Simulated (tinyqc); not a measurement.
# CMOS latch-up, two-transistor model: effects of single changes

A parasitic pnp (emitter at Vdd, base shunted by Rw) and npn (emitter at ground, base shunted by Rs) feed each other: the npn collector current flows out of the pnp base node, the pnp collector current into the npn base node. Forward-active transistors with constant gains: Icn = Isn exp(Vn/Vt), Icp = Isp (exp(Vp/Vt) - 1). A current Ii is injected into the npn base node.

Inputs (values chosen for the exercise); values close to those of bulk CMOS:
```
symbol    value  unit                                            meaning
T           293     K                                        temperature
bn          5.8                                  current gain of the npn
bp          4.9                                  current gain of the pnp
Isn     1.6e-16     A                 saturation current of the npn at T
Isp     8.6e-17     A                 saturation current of the pnp at T
Rs         1900   ohm              substrate resistance shunting the npn
Rw         3300   ohm                   well resistance shunting the pnp
R2          230   ohm  resistance from the pnp collector to the npn base
Von        0.77     V               base-emitter voltage in the on state
Vsat       0.14     V                                 saturation voltage
Vdd         1.8     V                                     supply voltage
```

Constants: q = 1.602176634e-19 C, kB = 1.380649e-23 J/K, Vt = kB T/q. Results are converted to the units shown.

Each table varies one quantity; the others keep the values above.

## Effect of the substrate resistance shunting the npn

Node equations: Vp/Rw + Icp/bp = Icn and Vn/Rs + Icn/bn = Icp + Ii. Loop gain G = gn gp/[(1/Rw + gp/bp)(1/Rs + gn/bn)], gn = Icn/Vt, gp = (Icp + Isp)/Vt; the off state ends where G = 1, and Ii there is the trigger current. On state with both base-emitter voltages at Von: npn base current Ib = (Von/Rs + bp Von/Rw)/(bn bp - 1), holding current Ih = (bn + 1) Ib + Von/Rs, holding voltage Vh = Vsat + Von + R2 (Ib + Von/Rs).

Result of one run:
```
Rs (ohm),Vn at trigger (V),trigger current (mA),Ih (mA),Vh (V)
9800,0.7007,0.1012,0.3816,0.9383
```

What becomes of these results when the substrate resistance shunting the npn Rs is changed from 9800 to 5100 ohm, all else the same?

Result of the changed run:
```
Rs (ohm),Vn at trigger (V),trigger current (mA),Ih (mA),Vh (V)
5100,0.7008,0.1671,0.4720,0.9556
```

The whole series:
```
Rs (ohm),Vn at trigger (V),trigger current (mA),Ih (mA),Vh (V)
190,0.7026,3.724,5.341,1.886
370,0.7020,1.925,2.881,1.416
710,0.7015,1.017,1.637,1.178
1400,0.7011,0.5303,0.9699,1.051
2600,0.7009,0.2992,0.6531,0.9902
5100,0.7008,0.1671,0.4720,0.9556
9800,0.7007,0.1012,0.3816,0.9383
19000,0.7007,0.06654,0.3341,0.9293
```

As Rs goes from 190 to 19000 ohm, the trigger current falls from 3.72 to 0.0665 mA, Ih falls from 5.34 to 0.334 mA and Vh falls from 1.89 to 0.929 V. Vh exceeds the supply Vdd = 1.8 V, which then cannot sustain a latched state, in 1 of the 8 rows. The trigger current goes as Rs^(-0.87): most of it flows through the shunt.

## Effect of the well resistance shunting the pnp

Same model as above.

Effect of the well resistance shunting the pnp:
```
Rw (ohm),Vn at trigger (V),trigger current (mA),Ih (mA),Vh (V)
330,0.7612,0.7276,3.341,1.103
640,0.7438,0.5556,1.968,1.056
1200,0.7274,0.4680,1.286,1.033
2400,0.7093,0.4146,0.8956,1.020
4600,0.6924,0.3853,0.7092,1.013
8900,0.6754,0.3658,0.6109,1.010
17000,0.6589,0.3518,0.5608,1.008
33000,0.6422,0.3402,0.5341,1.008
```

What does the table show?

As Rw goes from 330 to 33000 ohm, the trigger current falls from 0.728 to 0.340 mA, Ih falls from 3.34 to 0.534 mA and Vh falls from 1.10 to 1.01 V. Vh exceeds the supply Vdd = 1.8 V, which then cannot sustain a latched state, in 0 of the 8 rows.

## Effect of the current gain of the pnp

Same model as above.

Results:
```
bp,Vn at trigger (V),trigger current (mA),Ih (mA),Vh (V)
0.19,0.7402,0.4151,30.38,2.017
0.34,0.7043,0.4007,3.795,1.118
0.62,0.7021,0.3994,1.846,1.052
1.1,0.7015,0.3989,1.242,1.032
2,0.7012,0.3987,0.9646,1.022
6.6,0.7010,0.3985,0.7601,1.015
12,0.7010,0.3985,0.7230,1.014
```

Estimate the missing row, bp = 3.7.

Computed row:
```
bp,Vn at trigger (V),trigger current (mA),Ih (mA),Vh (V)
3.7,0.7011,0.3986,0.8269,1.017
```

With this row back in the table: As bp goes from 0.19 to 12, the trigger current falls from 0.415 to 0.398 mA, Ih falls from 30.4 to 0.723 mA and Vh falls from 2.02 to 1.01 V. Vh exceeds the supply Vdd = 1.8 V, which then cannot sustain a latched state, in 1 of the 8 rows. For bp = 0.1 the product of the gains is about one or less, so there is no latched state.

Computed by the program tinyqc: `OMP_NUM_THREADS=1 python tinyqc.py 2670138 2670139 out.jsonl`, one thread of a shared Intel Xeon 2.30GHz, about 0.07 s for the whole run.
